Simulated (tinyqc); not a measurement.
Inside a calculation. Method: inverse iteration on a symmetric matrix. Computed by tinyqc, a small Python program that keeps every step. Settings: method = inverse, shift = 1.52. Command: `OMP_NUM_THREADS=1 python tinyqc.py 21614 21615 out.jsonl` (the two numbers bound the seeds that draw the settings). One thread of a shared host (Intel(R) Xeon(R) Processor @ 2.60GHz), about 0.01 s of CPU time with the checks.

## Step 1

A:
```
           1          2          3          4          5          6
1   0.577000  -0.136000  -0.130000  -0.225000   0.382000  -0.185000
2  -0.136000   0.938000  -0.041000  -0.098000  -0.094000   0.177000
3  -0.130000  -0.041000   2.068000   0.049000   0.178000   0.094000
4  -0.225000  -0.098000   0.049000   2.085000   0.150000   0.195000
5   0.382000  -0.094000   0.178000   0.150000   2.385000  -0.277000
6  -0.185000   0.177000   0.094000   0.195000  -0.277000   3.873000
```

vector v at the start: 0.408248  0.408248  0.408248  0.408248  0.408248  0.408248

shift = 1.520000

solve (A - shift) w = v; v' = w/|w| with its largest component positive (the first on a tie); lambda = v'^T A v'.

vector after step 1: 0.285043  0.680040  -0.390933  -0.233236  -0.451295  -0.213077

Rayleigh quotient after step 1 = 1.646458

## Step 2

As before.

vector after step 2: 0.083454  0.734890  0.497081  0.357917  0.278859  0.003839

Rayleigh quotient after step 2 = 1.428942

## Step 3

As before.

vector after step 3: 0.044614  0.855523  -0.480700  -0.184572  -0.011275  -0.028719

Rayleigh quotient after step 3 = 1.312581

## Course of the iteration

Stop when the residual |A v - lambda v| is below 1e-9.

Steps:

| step | lambda | residual |
|---|---|---|
| 1 | 1.64645816 | 9.49e-01 |
| 2 | 1.42894244 | 7.59e-01 |
| 3 | 1.31258107 | 6.05e-01 |
| 4 | 1.30284318 | 5.38e-01 |
| 5 | 1.34989186 | 5.29e-01 |
| 6 | 1.42010587 | 5.34e-01 |
| 7 | 1.49873730 | 5.35e-01 |
| 8 | 1.57851203 | 5.25e-01 |
| 9 | 1.65472941 | 5.04e-01 |
| 10 | 1.72408235 | 4.74e-01 |
| 11 | 1.78454811 | 4.37e-01 |
| 12 | 1.83533699 | 3.96e-01 |
| 13 | 1.87666854 | 3.55e-01 |
| 14 | 1.90943577 | 3.13e-01 |
| 15 | 1.93487111 | 2.75e-01 |
| 16 | 1.95428816 | 2.39e-01 |
| 17 | 1.96891880 | 2.07e-01 |
| 18 | 1.97983204 | 1.78e-01 |
| 19 | 1.98790908 | 1.53e-01 |
| 20 | 1.99385097 | 1.31e-01 |
| 21 | 1.99820153 | 1.12e-01 |
| 22 | 2.00137500 | 9.60e-02 |
| 23 | 2.00368280 | 8.19e-02 |
| 24 | 2.00535675 | 6.99e-02 |
| 25 | 2.00656819 | 5.96e-02 |
| 26 | 2.00744307 | 5.08e-02 |
| 27 | 2.00807359 | 4.33e-02 |
| 28 | 2.00852705 | 3.69e-02 |
| 29 | 2.00885243 | 3.15e-02 |
| 30 | 2.00908531 | 2.68e-02 |

all eigenvalues, for comparison: 0.412983  0.944755  2.009633  2.050759  2.533856  3.974014

Not converged in 30 steps: the residual falls only by the ratio of the two smallest distances of eigenvalues from the shift, 0.92 a step.
